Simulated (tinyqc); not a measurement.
Worked calculation: exchange-only LDA atom on a uniform radial grid, spin-unpolarised, for Be(2+). Computed by tinyqc, a small Python program that keeps every step. Settings: Z = 4, points = 128, R = 4.3, functional = Slater exchange alone, mixing = 1.0, iteration cap = 79. Command: `OMP_NUM_THREADS=1 python tinyqc.py 22397 22398 out.jsonl` (the two numbers bound the seeds that draw the settings). One thread of a shared host (Intel(R) Xeon(R) Processor @ 2.60GHz), about 0.03 s of CPU time with the checks. Later iterations appear only in the table of the cycle.

## Iteration 1

Spherical atom on a uniform radial grid r_j = j h with h = R/(N + 1), h sum u^2 = 1 and integrals as h times sums, u(0) = u(R) = 0 (atomic units):

| parameter | value |
|---|---|
| Z | 4 |
| points N | 128 |
| R | 4.300000 |
| h | 0.033333 |
| mixing | 1.000000 |
| electrons in 1s | 2 |

Three-point differences turn -u''/2 + [l(l+1)/2r^2 - Z/r + V] u = e u into a tridiagonal matrix (diagonal 1/h^2 + potential, off-diagonal -1/2h^2). D = sum f u^2; the Hartree potential y/r solves y'' = -D/r with y(0) = 0, y(R) = N_e; v_xc comes from rho = D/(4 pi r^2); E = sum f e - int D V + int D (V_H/2 + eps_xc); V(new) = V + mixing (V_H + v_xc - V).

eigenvalues (hartree): 1s -7.96476

Every 8th grid point:

| r | V in | u(1s) | D | V_H | v_xc |
|---|---|---|---|---|---|
| 0.26667 | 0.00000 | 1.46653 | 4.30140 | 5.66097 | -1.66269 |
| 0.53333 | 0.00000 | 1.01259 | 2.05068 | 3.58408 | -0.81825 |
| 0.80000 | 0.00000 | 0.52437 | 0.54993 | 2.48234 | -0.40268 |
| 1.06667 | 0.00000 | 0.24138 | 0.11652 | 1.87302 | -0.19817 |
| 1.33333 | 0.00000 | 0.10416 | 0.02170 | 1.49977 | -0.09752 |
| 1.60000 | 0.00000 | 0.04315 | 0.00372 | 1.24997 | -0.04799 |
| 1.86667 | 0.00000 | 0.01738 | 0.00060 | 1.07143 | -0.02362 |
| 2.13333 | 0.00000 | 0.00686 | 0.00009 | 0.93750 | -0.01162 |
| 2.40000 | 0.00000 | 0.00266 | 1.42e-05 | 0.83333 | -0.00572 |
| 2.66667 | 0.00000 | 0.00102 | 2.09e-06 | 0.75000 | -0.00282 |
| 2.93333 | 0.00000 | 0.00039 | 3.01e-07 | 0.68182 | -0.00139 |
| 3.20000 | 0.00000 | 0.00015 | 4.27e-08 | 0.62500 | -0.00068 |
| 3.46667 | 0.00000 | 0.00005 | 5.95e-09 | 0.57692 | -0.00034 |
| 3.73333 | 0.00000 | 2.00e-05 | 8.02e-10 | 0.53571 | -0.00016 |
| 4.00000 | 0.00000 | 6.72e-06 | 9.03e-11 | 0.50000 | -0.00008 |
| 4.26667 | 0.00000 | 6.12e-07 | 0 | 0.46875 | -1.46e-05 |

total energy = -13.0763606 hartree

## Iteration 2

As before.

eigenvalues (hartree): 1s -4.48632

Every 8th grid point:

| r | V in | u(1s) | D | V_H | v_xc |
|---|---|---|---|---|---|
| 0.26667 | 3.99828 | 1.36525 | 3.72779 | 5.26261 | -1.58523 |
| 0.53333 | 2.76583 | 1.06037 | 2.24878 | 3.47826 | -0.84380 |
| 0.80000 | 2.07966 | 0.64306 | 0.82706 | 2.45896 | -0.46136 |
| 1.06667 | 1.67485 | 0.35436 | 0.25114 | 1.86826 | -0.25598 |
| 1.33333 | 1.40225 | 0.18570 | 0.06897 | 1.49884 | -0.14339 |
| 1.60000 | 1.20198 | 0.09441 | 0.01783 | 1.24979 | -0.08089 |
| 1.86667 | 1.04781 | 0.04705 | 0.00443 | 1.07139 | -0.04588 |
| 2.13333 | 0.92588 | 0.02312 | 0.00107 | 0.93749 | -0.02613 |
| 2.40000 | 0.82761 | 0.01124 | 0.00025 | 0.83333 | -0.01494 |
| 2.66667 | 0.74718 | 0.00542 | 0.00006 | 0.75000 | -0.00856 |
| 2.93333 | 0.68043 | 0.00259 | 1.35e-05 | 0.68182 | -0.00492 |
| 3.20000 | 0.62432 | 0.00123 | 3.05e-06 | 0.62500 | -0.00283 |
| 3.46667 | 0.57659 | 0.00058 | 6.76e-07 | 0.57692 | -0.00162 |
| 3.73333 | 0.53555 | 0.00027 | 1.41e-07 | 0.53571 | -0.00092 |
| 4.00000 | 0.49992 | 0.00011 | 2.27e-08 | 0.50000 | -0.00048 |
| 4.26667 | 0.46874 | 1.05e-05 | 2.23e-10 | 0.46875 | -0.00010 |

total energy = -13.2241662 hartree

## Convergence

Stop when input and output potentials agree to 1e-7.

Course of the cycle (hartree):

| iteration | E | e(1s) | largest \|V(out) - V(in)\| |
|---|---|---|---|
| 1 | -13.0763606 | -7.96476 | 4.88e+00 |
| 2 | -13.2241662 | -4.48632 | 6.06e-01 |
| 3 | -13.2279467 | -4.73561 | 9.87e-02 |
| 4 | -13.2280508 | -4.69396 | 1.64e-02 |
| 5 | -13.2280537 | -4.70083 | 2.71e-03 |
| 6 | -13.2280538 | -4.69969 | 4.50e-04 |
| 7 | -13.2280538 | -4.69988 | 7.45e-05 |
| 8 | -13.2280538 | -4.69985 | 1.23e-05 |
| 9 | -13.2280538 | -4.69985 | 2.04e-06 |
| 10 | -13.2280538 | -4.69985 | 3.39e-07 |
| 11 | -13.2280538 | -4.69985 | 5.61e-08 |

Converged in 11 iterations. A uniform grid resolves the cusp poorly: for a bare nucleus this grid gives 1s at -7.96476 against -Z^2/2 = -8 hartree. Before convergence this energy mixes input and output and is not variational, so it may rise towards its limit.
